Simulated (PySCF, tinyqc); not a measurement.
LCCD on RHF in the sto-3g basis, for H6, spin multiplicity 1, step by step. The lowest restricted solution is unstable here: a spin-polarised one lies 0.0329 hartree lower (PySCF). Computed by tinyqc, a small Python program that keeps every step (integrals from PySCF). Settings: charge = 0, multiplicity = 1, basis = sto-3g, method = RHF, energy threshold = 1e-10, iteration cap = 62, orthogonalisation = symmetric, start = Wolfsberg-Helmholz matrix, DIIS depth = 6, amplitude equations = LCCD, DIIS depth for amplitudes = 6, cap on updates = 86. Command: `OMP_NUM_THREADS=1 python tinyqc.py 24239 24240 out.jsonl` (the two numbers bound the seeds that draw the settings). One thread of a shared host (Intel(R) Xeon(R) Processor @ 2.60GHz), about 0.1 s of CPU time with the checks. The early iterations of the SCF are left out here.

## One-electron integrals

Geometry (angstrom):
```
atom         x         y         z
H     0.000000  0.000000  0.000000
H     0.000000  0.000000  1.140000
H     0.000000  0.000000  2.195000
H     0.000000  0.000000  3.335000
H     0.000000  0.000000  4.390000
H     0.000000  0.000000  5.530000
```

Basis sto-3g: exponents (1/bohr^2) and contraction coefficients of normalised primitives:
```
element  l (shell)  exponent  coefficient
H            s (1)  3.425251     0.154329
H            s (1)  0.623914     0.535328
H            s (1)  0.168855     0.444635
```

Overlap, kinetic and nuclear-attraction integrals over the contracted functions; the nuclear repulsion is the sum of Za Zb / Rab.

nuclear repulsion = 4.17702970 hartree

overlap S, lower triangle:
```
          1H 1s     2H 1s     3H 1s     4H 1s     5H 1s     6H 1s
1H 1s  1.000000
2H 1s  0.418024  1.000000
3H 1s  0.085821  0.464678  1.000000
4H 1s  0.008777  0.085821  0.418024  1.000000
5H 1s  0.000631  0.010621  0.085821  0.464678  1.000000
6H 1s  0.000020  0.000631  0.008777  0.085821  0.418024  1.000000
```

kinetic energy T (hartree), lower triangle:
```
           1H 1s      2H 1s      3H 1s      4H 1s     5H 1s     6H 1s
1H 1s   0.760032
2H 1s   0.067269   0.760032
3H 1s  -0.011410   0.092161   0.760032
4H 1s  -0.004078  -0.011410   0.067269   0.760032
5H 1s  -0.000509  -0.004662  -0.011410   0.092161  0.760032
6H 1s  -0.000026  -0.000509  -0.004078  -0.011410  0.067269  0.760032
```

nuclear attraction V (hartree), lower triangle:
```
           1H 1s      2H 1s      3H 1s      4H 1s      5H 1s      6H 1s
1H 1s  -2.298548
2H 1s  -0.949729  -2.696179
3H 1s  -0.193095  -1.179418  -2.812540
4H 1s  -0.019419  -0.204818  -1.066529  -2.812540
5H 1s  -0.001385  -0.024231  -0.204818  -1.179418  -2.696179
6H 1s  -0.000043  -0.001385  -0.019419  -0.193095  -0.949729  -2.298548
```

core Hamiltonian H = T + V (hartree), lower triangle:
```
           1H 1s      2H 1s      3H 1s      4H 1s      5H 1s      6H 1s
1H 1s  -1.538516
2H 1s  -0.882460  -1.936147
3H 1s  -0.204506  -1.087257  -2.052508
4H 1s  -0.023498  -0.216228  -0.999260  -2.052508
5H 1s  -0.001894  -0.028892  -0.216228  -1.087257  -1.936147
6H 1s  -0.000069  -0.001894  -0.023498  -0.204506  -0.882460  -1.538516
```

## Two-electron integrals

Functions are numbered as in S; the eight-fold symmetry (ij|kl) = (ji|kl) = (kl|ij) leaves the list below.

Two-electron integrals (ij|kl) in chemists' order, unique and non-zero (hartree):
```
(11|11) 0.774606   (21|11) 0.249451   (21|21) 0.108042   (22|11) 0.434868
(22|21) 0.249451   (22|22) 0.774606   (31|11) 0.038217   (31|21) 0.018491
(31|22) 0.049643   (31|31) 0.003688   (32|11) 0.147656   (32|21) 0.085733
(32|22) 0.284634   (32|31) 0.020491   (32|32) 0.136381   (33|11) 0.240695
(33|21) 0.136340   (33|22) 0.460496   (33|31) 0.038217   (33|32) 0.284634
(33|33) 0.774606   (41|11) 0.002861   (41|21) 0.001515   (41|22) 0.004485
(41|31) 0.000340   (41|32) 0.002105   (41|33) 0.004485   (41|41) 0.000035
(42|11) 0.021043   (42|21) 0.011775   (42|22) 0.038217   (42|31) 0.002980
(42|32) 0.020491   (42|33) 0.049643   (42|41) 0.000340   (42|42) 0.003688
(43|11) 0.080656   (43|21) 0.043080   (43|22) 0.136340   (43|31) 0.011775
(43|32) 0.085733   (43|33) 0.249451   (43|41) 0.001515   (43|42) 0.018491
(43|43) 0.108042   (44|11) 0.158672   (44|21) 0.080656   (44|22) 0.240695
(44|31) 0.021043   (44|32) 0.147656   (44|33) 0.434868   (44|41) 0.002861
(44|42) 0.038217   (44|43) 0.249451   (44|44) 0.774606   (51|11) 0.000155
(51|21) 0.000084   (51|22) 0.000265   (51|31) 0.000021   (51|32) 0.000143
(51|33) 0.000344   (51|41) 2.40e-06   (51|42) 0.000026   (51|43) 0.000126
(51|44) 0.000255   (51|51) 1.80e-07   (52|11) 0.002094   (52|21) 0.001124
(52|22) 0.003546   (52|31) 0.000293   (52|32) 0.002051   (52|33) 0.005389
(52|41) 0.000036   (52|42) 0.000415   (52|43) 0.002281   (52|44) 0.005389
(52|51) 2.89e-06   (52|52) 0.000051   (53|11) 0.014050   (53|21) 0.007229
(53|22) 0.021906   (53|31) 0.001901   (53|32) 0.013376   (53|33) 0.038217
(53|41) 0.000246   (53|42) 0.003066   (53|43) 0.018491   (53|44) 0.049643
(53|51) 0.000021   (53|52) 0.000415   (53|53) 0.003688   (54|11) 0.063897
(54|21) 0.031567   (54|22) 0.090964   (54|31) 0.007894   (54|32) 0.053050
(54|33) 0.147656   (54|41) 0.001030   (54|42) 0.013376   (54|43) 0.085733
(54|44) 0.284634   (54|51) 0.000092   (54|52) 0.002051   (54|53) 0.020491
(54|54) 0.136381   (55|11) 0.120541   (55|21) 0.058162   (55|22) 0.162821
(55|31) 0.014050   (55|32) 0.090964   (55|33) 0.240695   (55|41) 0.001758
(55|42) 0.021906   (55|43) 0.136340   (55|44) 0.460496   (55|51) 0.000155
(55|52) 0.003546   (55|53) 0.038217   (55|54) 0.284634   (55|55) 0.774606
(61|11) 3.79e-06   (61|21) 2.01e-06   (61|22) 0.000006   (61|31) 5.27e-07
(61|32) 3.69e-06   (61|33) 0.000010   (61|41) 6.56e-08   (61|42) 7.70e-07
(61|43) 4.29e-06   (61|44) 0.000010   (61|51) 5.37e-09   (61|52) 9.58e-08
(61|53) 7.70e-07   (61|54) 3.69e-06   (61|55) 0.000006   (62|11) 0.000101
(62|21) 0.000052   (62|22) 0.000155   (62|31) 0.000013   (62|32) 0.000092
(62|33) 0.000255   (62|41) 1.71e-06   (62|42) 0.000021   (62|43) 0.000126
(62|44) 0.000344   (62|51) 1.46e-07   (62|52) 2.89e-06   (62|53) 0.000026
(62|54) 0.000143   (62|55) 0.000265   (62|61) 5.37e-09   (62|62) 1.80e-07
(63|11) 0.001220   (63|21) 0.000606   (63|22) 0.001758   (63|31) 0.000153
(63|32) 0.001030   (63|33) 0.002861   (63|41) 0.000020   (63|42) 0.000246
(63|43) 0.001515   (63|44) 0.004485   (63|51) 1.71e-06   (63|52) 0.000036
(63|53) 0.000340   (63|54) 0.002105   (63|55) 0.004485   (63|61) 6.56e-08
(63|62) 2.40e-06   (63|63) 0.000035   (64|11) 0.010349   (64|21) 0.005004
(64|22) 0.014050   (64|31) 0.001214   (64|32) 0.007894   (64|33) 0.021043
(64|41) 0.000153   (64|42) 0.001901   (64|43) 0.011775   (64|44) 0.038217
(64|51) 0.000013   (64|52) 0.000293   (64|53) 0.002980   (64|54) 0.020491
(64|55) 0.049643   (64|61) 5.27e-07   (64|62) 0.000021   (64|63) 0.000340
(64|64) 0.003688   (65|11) 0.044714   (65|21) 0.021205   (65|22) 0.058162
(65|31) 0.005004   (65|32) 0.031567   (65|33) 0.080656   (65|41) 0.000606
(65|42) 0.007229   (65|43) 0.043080   (65|44) 0.136340   (65|51) 0.000052
(65|52) 0.001124   (65|53) 0.011775   (65|54) 0.085733   (65|55) 0.249451
(65|61) 2.01e-06   (65|62) 0.000084   (65|63) 0.001515   (65|64) 0.018491
(65|65) 0.108042   (66|11) 0.095692   (66|21) 0.044714   (66|22) 0.120541
(66|31) 0.010349   (66|32) 0.063897   (66|33) 0.158672   (66|41) 0.001220
(66|42) 0.014050   (66|43) 0.080656   (66|44) 0.240695   (66|51) 0.000101
(66|52) 0.002094   (66|53) 0.021043   (66|54) 0.147656   (66|55) 0.434868
(66|61) 3.79e-06   (66|62) 0.000155   (66|63) 0.002861   (66|64) 0.038217
(66|65) 0.249451   (66|66) 0.774606
```

## Orthogonalisation

S = U s U^T; symmetric (Loewdin) form X = U s^(-1/2) U^T, so that X^T S X = 1.

eigenvalues of S: 0.312743  0.450816  0.731509  1.058984  1.527084  1.918865

X, lower triangle:
```
           1H 1s      2H 1s      3H 1s      4H 1s      5H 1s     6H 1s
1H 1s   1.080136
2H 1s  -0.257745   1.194492
3H 1s   0.047477  -0.312214   1.200174
4H 1s  -0.007186   0.051942  -0.282279   1.200174
5H 1s   0.001373  -0.009282   0.051942  -0.312214   1.194492
6H 1s  -0.000225   0.001373  -0.007186   0.047477  -0.257745  1.080136
```

## Iteration 7 (converged): orbitals

converged F (hartree), lower triangle:
```
           1H 1s      2H 1s      3H 1s      4H 1s      5H 1s      6H 1s
1H 1s  -0.203114
2H 1s  -0.414009  -0.304649
3H 1s  -0.121355  -0.385139  -0.307671
4H 1s   0.008552  -0.118109  -0.412350  -0.307671
5H 1s   0.003646  -0.015483  -0.118109  -0.385139  -0.304649
6H 1s  -0.010917   0.003646   0.008552  -0.121355  -0.414009  -0.203114
```

Diagonalise F' = X^T F X, C = X C', fill 3 alpha and 3 beta electrons from the bottom; D = 2 C_occ C_occ^T. Each column has its largest component positive (the first on a tie).

F' = X^T F X (hartree), lower triangle:
```
           1          2          3          4          5          6
1  -0.030691
2  -0.415987   0.042184
3   0.056751  -0.390607   0.043527
4   0.017231   0.062763  -0.431483   0.043527
5   0.003123  -0.009915   0.062763  -0.390607   0.042184
6  -0.013318   0.003123   0.017231   0.056751  -0.415987  -0.030691
```

orbital energies (hartree): MO1 -0.614103, MO2 -0.496054, MO3 -0.292926, MO4 0.154835, MO5 0.507332, MO6 0.850956

coefficients C:
```
            MO1        MO2        MO3        MO4        MO5        MO6
1H 1s  0.165274   0.345331   0.482474   0.596165  -0.597229   0.379457
2H 1s  0.294763   0.425895   0.257719  -0.281983   0.784723  -0.750674
3H 1s  0.382864   0.166129  -0.424076  -0.499808  -0.359893   0.942987
4H 1s  0.382864  -0.166129  -0.424076   0.499808  -0.359893  -0.942987
5H 1s  0.294763  -0.425895   0.257719   0.281983   0.784723   0.750674
6H 1s  0.165274  -0.345331   0.482474  -0.596165  -0.597229  -0.379457
```

D after iteration 7, lower triangle:
```
           1H 1s      2H 1s      3H 1s      4H 1s     5H 1s     6H 1s
1H 1s   0.758700
2H 1s   0.640268   0.669382
3H 1s  -0.167917   0.148631   0.708049
4H 1s  -0.397396  -0.134384   0.597653   0.708049
5H 1s   0.051969  -0.056164  -0.134384   0.148631  0.669382
6H 1s   0.281685   0.051969  -0.397396  -0.167917  0.640268  0.758700
```

## Convergence

Stop when the energy changes by less than 1e-10 hartree and every element of the error matrix X^T (F D S - S D F) X is below 3e-06.

Course of the cycle:
```
iteration  E (hartree)     change  largest element of the error matrix
1          -2.98984426          -                             1.26e-01
2          -3.04119727  -5.14e-02                             2.93e-02
3          -3.04532689  -4.13e-03                             1.35e-02
4          -3.04617606  -8.49e-04                             5.66e-04
5          -3.04617677  -7.03e-07                             6.26e-05
6          -3.04617679  -2.07e-08                             3.25e-06
7          -3.04617679  -5.58e-11                             7.21e-08
```

PySCF RHF in the same basis = -3.04617679 hartree

Converged in 7 iterations.

## Integrals over molecular orbitals

(pq|rs) = sum C_ip C_jq C_kr C_ls (ij|kl), one index at a time.

one-electron integrals over orbitals h = C^T H C (hartree), lower triangle:
```
           1          2          3          4          5          6
1  -2.138663
2   0.000000  -1.923055
3   0.136559   0.000000  -1.758407
4   0.000000   0.202957   0.000000  -1.606277
5  -0.057635   0.000000  -0.164039   0.000000  -1.373908
6   0.000000   0.035173   0.000000   0.140671   0.000000  -1.255144
```

Two-electron integrals over orbitals (pq|rs), unique and non-zero (hartree):
```
(11|11) 0.410373    (21|21) 0.134197    (22|11) 0.333558    (22|22) 0.358966
(31|11) -0.075822   (31|22) 0.023396    (31|31) 0.096578    (32|21) 0.092432
(32|32) 0.118653    (33|11) 0.338923    (33|22) 0.326884    (33|31) -0.015098
(33|33) 0.349097    (41|21) -0.052891   (41|32) 0.019455    (41|41) 0.078059
(42|11) -0.080559   (42|22) -0.015741   (42|31) 0.061110    (42|33) 0.003536
(42|42) 0.088292    (43|21) 0.086387    (43|32) 0.086062    (43|41) -0.007287
(43|43) 0.117931    (44|11) 0.345380    (44|22) 0.331807    (44|31) -0.016208
(44|33) 0.345509    (44|42) -0.006341   (44|44) 0.357283    (51|11) 0.004060
(51|22) 0.037250    (51|31) 0.034317    (51|33) -0.017921   (51|42) -0.025525
(51|44) -0.010587   (51|51) 0.057830    (52|21) 0.047544    (52|32) 0.002593
(52|41) -0.049902   (52|43) -0.034624   (52|52) 0.086765    (53|11) 0.081735
(53|22) 0.016241    (53|31) -0.062463   (53|33) 0.004997    (53|42) -0.082256
(53|44) 0.002157    (53|51) 0.019239    (53|53) 0.087748    (54|21) -0.096031
(54|32) -0.113810   (54|41) -0.011074   (54|43) -0.087784   (54|52) -0.005149
(54|54) 0.121527    (55|11) 0.349176    (55|22) 0.366819    (55|31) 0.015218
(55|33) 0.340796    (55|42) -0.019558   (55|44) 0.347708    (55|51) 0.035077
(55|53) 0.020674    (55|55) 0.390545    (61|21) 0.001531    (61|32) -0.026754
(61|41) -0.029379   (61|43) 0.039976    (61|52) -0.037884   (61|54) 0.024621
(61|61) 0.071618    (62|11) -0.004176   (62|22) -0.036610   (62|31) -0.033218
(62|33) 0.012484    (62|42) 0.020896    (62|44) 0.014615    (62|51) -0.053463
(62|53) -0.022986   (62|55) -0.036609   (62|62) 0.055687    (63|21) -0.052128
(63|32) 0.013648    (63|41) 0.072653    (63|43) -0.007976   (63|52) -0.049810
(63|54) -0.014596   (63|61) -0.027814   (63|63) 0.076741    (64|11) -0.078840
(64|22) 0.017493    (64|31) 0.094275    (64|33) -0.017219   (64|42) 0.063344
(64|44) -0.018781   (64|51) 0.032389    (64|53) -0.065074   (64|55) 0.017812
(64|62) -0.033307   (64|64) 0.102625    (65|21) -0.137781   (65|32) -0.098259
(65|41) 0.052971    (65|43) -0.092319   (65|52) -0.049259   (65|54) 0.103635
(65|61) -0.001481   (65|63) 0.056639    (65|65) 0.154666    (66|11) 0.435613
(66|22) 0.355838    (66|31) -0.080631   (66|33) 0.363623    (66|42) -0.086793
(66|44) 0.372642    (66|51) 0.004433    (66|53) 0.090722    (66|55) 0.381234
(66|62) -0.005235   (66|64) -0.089099   (66|66) 0.485924
```

## LCCD: starting amplitudes

t_ij^ab = <ij||ab> / (e_i + e_j - e_a - e_b), whose energy is MP2.

Starting amplitudes (spin orbitals 1a, 1b, ...; amplitudes related by a flip of all spins are not repeated; the 24 largest):
```
from      to          t
3a 3b  4a 4b  -0.131689
2a 2b  4a 4b  -0.067824
2a 3b  4a 5b   0.056683
3a 3b  5a 5b  -0.054825
1a 1b  4a 4b  -0.050758
2a 2b  5a 5b  -0.043236
1a 3b  4a 6b  -0.037982
3a 3b  6a 6b  -0.033544
2a 3a  4a 5a   0.032823
1a 2b  4a 5b   0.028157
1a 1b  5a 5b  -0.025784
1a 1b  6a 6b  -0.024442
2a 3b  4b 5a  -0.023860
2a 3b  5a 6b   0.023197
1a 2b  5a 6b   0.021659
1a 3b  4b 6a   0.020899
2a 2b  6a 6b  -0.020670
1a 3a  4a 6a  -0.017083
1a 2b  5b 6a  -0.015347
1a 2b  4b 5a  -0.014402
1a 2a  4a 5a   0.013755
1a 1b  4a 6b   0.013151
2a 3a  5a 6a   0.012492
2a 3b  5b 6a  -0.010705
```

correlation energy = -0.07713981 hartree

## LCCD: amplitude update 1

t_ij^ab D_ij^ab are set to the remaining terms of the spin-orbital equations, evaluated with the old amplitudes; for the doubles these are <ij||ab> + 1/2 <ab||ef> t_ij^ef + 1/2 <mn||ij> t_mn^ab + P(ij)P(ab) <mb||ej> t_im^ae, D the orbital-energy denominators (linear CCD).

Amplitudes after update 1 (spin orbitals 1a, 1b, ...; amplitudes related by a flip of all spins are not repeated; the 24 largest):
```
from      to          t
3a 3b  4a 4b  -0.204060
2a 3b  4a 5b   0.087511
2a 2b  4a 4b  -0.077959
1a 3b  4a 6b  -0.060609
2a 2b  5a 5b  -0.060016
3a 3b  5a 5b  -0.059617
1a 1b  4a 4b  -0.054098
2a 3b  4b 5a  -0.048204
2a 3a  4a 5a   0.039307
1a 3b  4b 6a   0.036914
1a 2b  4a 5b   0.036662
1a 1b  6a 6b  -0.032817
3a 3b  6a 6b  -0.032201
1a 2b  5a 6b   0.031590
1a 1b  5a 5b  -0.030755
2a 3b  5a 6b   0.028410
1a 3a  4a 6a  -0.023696
2a 2b  6a 6b  -0.023205
1a 2b  5b 6a  -0.022968
1a 2b  4b 5a  -0.020694
2a 2b  4a 6b  -0.020210
1a 3b  5a 5b  -0.019405
1a 1b  4a 6b   0.018281
1a 2a  4a 5a   0.015968
```

correlation energy = -0.10706678 hartree

## LCCD: amplitude update 2

As before.

Amplitudes after update 2 (spin orbitals 1a, 1b, ...; amplitudes related by a flip of all spins are not repeated; the 24 largest):
```
from      to          t
3a 3b  4a 4b  -0.257409
2a 3b  4a 5b   0.103739
2a 2b  4a 4b  -0.080368
1a 3b  4a 6b  -0.071935
2a 2b  5a 5b  -0.070554
2a 3b  4b 5a  -0.060543
3a 3b  5a 5b  -0.059582
1a 1b  4a 4b  -0.052437
1a 3b  4b 6a   0.043949
2a 3a  4a 5a   0.043195
1a 1b  6a 6b  -0.038382
1a 2b  4a 5b   0.038233
1a 2b  5a 6b   0.036500
1a 1b  5a 5b  -0.033800
3a 3b  6a 6b  -0.029941
2a 3b  5a 6b   0.028820
1a 3a  4a 6a  -0.027986
1a 2b  5b 6a  -0.026527
2a 2b  6a 6b  -0.024830
2a 2b  4a 6b  -0.024511
1a 3b  5a 5b  -0.023480
1a 2b  4b 5a  -0.021409
1a 1b  4a 6b   0.019461
1a 2a  4a 5a   0.016824
```

correlation energy = -0.12280685 hartree

## LCCD: amplitude update 3

t_ij^ab D_ij^ab are set to the remaining terms of the spin-orbital equations, evaluated with the old amplitudes; for the doubles these are <ij||ab> + 1/2 <ab||ef> t_ij^ef + 1/2 <mn||ij> t_mn^ab + P(ij)P(ab) <mb||ej> t_im^ae, D the orbital-energy denominators (linear CCD). DIIS then mixes the stored amplitudes.

DIIS coefficients: -1.589919  2.589919

Amplitudes after update 3 (spin orbitals 1a, 1b, ...; amplitudes related by a flip of all spins are not repeated; the 24 largest):
```
from      to          t
3a 3b  4a 4b  -0.352125
2a 3b  4a 5b   0.130015
1a 3b  4a 6b  -0.088887
2a 2b  5a 5b  -0.085294
2a 3b  4b 5a  -0.078863
2a 2b  4a 4b  -0.075457
3a 3b  5a 5b  -0.052893
1a 3b  4b 6a   0.052816
2a 3a  4a 5a   0.051152
1a 1b  6a 6b  -0.046483
1a 2b  5a 6b   0.044674
1a 1b  4a 4b  -0.043016
1a 2b  4a 5b   0.038534
1a 1b  5a 5b  -0.036637
1a 3a  4a 6a  -0.036071
1a 2b  5b 6a  -0.032227
2a 3b  5a 6b   0.028150
2a 2b  4a 6b  -0.028084
1a 3b  5a 5b  -0.026806
2a 2b  6a 6b  -0.025924
3a 3b  6a 6b  -0.023163
1a 2b  4b 5a  -0.020679
1a 1b  4a 6b   0.020248
1a 2a  4a 5a   0.017855
```

correlation energy = -0.14551066 hartree

## LCCD: convergence

E_corr = 1/4 sum <ij||ab> t_ij^ab; stop when the norm of the change is below 1e-8.

Course of the amplitude iterations:
```
update  correlation energy (hartree)  norm of the change
0                        -0.07713981                   -
1                        -0.10706678            2.16e-01
2                        -0.12280685            1.33e-01
3                        -0.14551066            8.73e-02
4                        -0.14685036            2.25e-02
5                        -0.14683841            7.18e-03
6                        -0.14700429            2.47e-03
7                        -0.14700565            6.50e-04
8                        -0.14699838            8.21e-05
9                        -0.14699706            2.20e-05
10                       -0.14699744            4.24e-06
11                       -0.14699780            1.57e-06
12                       -0.14699787            4.58e-07
13                       -0.14699789            1.68e-07
14                       -0.14699789            7.31e-08
15                       -0.14699789            3.55e-08
16                       -0.14699789            1.54e-08
17                       -0.14699789            2.58e-09
```

Converged amplitudes (spin orbitals 1a, 1b, ...; amplitudes related by a flip of all spins are not repeated; the 24 largest):
```
from      to          t
3a 3b  4a 4b  -0.378398
2a 3b  4a 5b   0.134253
1a 3b  4a 6b  -0.091725
2a 2b  5a 5b  -0.089362
2a 3b  4b 5a  -0.077211
2a 2b  4a 4b  -0.063037
2a 3a  4a 5a   0.057042
1a 3b  4b 6a   0.052566
1a 1b  6a 6b  -0.047608
1a 2b  5a 6b   0.045705
3a 3b  5a 5b  -0.044224
1a 3a  4a 6a  -0.039159
1a 1b  4a 4b  -0.037358
1a 1b  5a 5b  -0.035675
1a 2b  4a 5b   0.034870
1a 2b  5b 6a  -0.032063
2a 3b  5a 6b   0.025772
2a 2b  6a 6b  -0.025496
2a 2b  4a 6b  -0.025062
1a 3b  5a 5b  -0.023911
3a 3b  6a 6b  -0.020646
1a 1b  4a 6b   0.018741
1a 2b  4b 5a  -0.017952
1a 2a  4a 5a   0.016917
```

LCCD total energy = -3.19317468 hartree

Converged in 17 updates, with DIIS from the third.
